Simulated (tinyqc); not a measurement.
Tersoff bond-order potential: one step, computed by the program tinyqc. Command: `OMP_NUM_THREADS=1 python tinyqc.py 3004723 3004724 out.jsonl tersoff walk`. One thread of a shared host (Intel(R) Xeon(R) Processor @ 2.30GHz), about 0.01 s of CPU time with the checks.

E = (1/2) sum_(i, j != i) [A exp(-lambda r_ij) - b_ij B exp(-mu r_ij)], b_ij = (1 + (beta zeta_ij)^n)^(-1/(2n)), zeta_ij = sum_(k != i, j) g(theta_ijk), g = 1 + c^2/d^2 - c^2/(d^2 + (h - cos theta)^2), with theta at atom i. Only nearest neighbours count (cut-off function 1 for them, 0 beyond).

Task: The diamond lattice. zeta = 3 g(cos theta = -1/3). With z equal bonds of order b, r = ln(lambda A/(mu b B))/(lambda - mu) and E per atom = -(z/2) b B exp(-mu r)(1 - mu/lambda). a0 = 4 r/sqrt3; B0 = phi''(r)/(3 a0) with phi'' = mu (lambda - mu) b B exp(-mu r), since b does not change under uniform scaling.

Inputs (values chosen for the exercise, modelled on silicon):
```
quantity     value        unit
A             1823          eV
B           476.27          eV
lambda      2.4799  1/angstrom
mu          1.7322  1/angstrom
beta      1.07e-06           -
n           0.7916           -
c            98220           -
d            16.31           -
h          -0.6109           -
```

Constants: 1 eV/angstrom^3 = 160.2176634 GPa.

Give: zeta; bond order b; bond length; energy per atom of the diamond lattice; lattice constant a0; bulk modulus B0.

Result:

zeta = 31503

bond order b = 0.9591

bond length = 2.331 angstrom

energy per atom of the diamond lattice = -4.859 eV

lattice constant a0 = 5.383 angstrom

bulk modulus B0 = 103.5 GPa
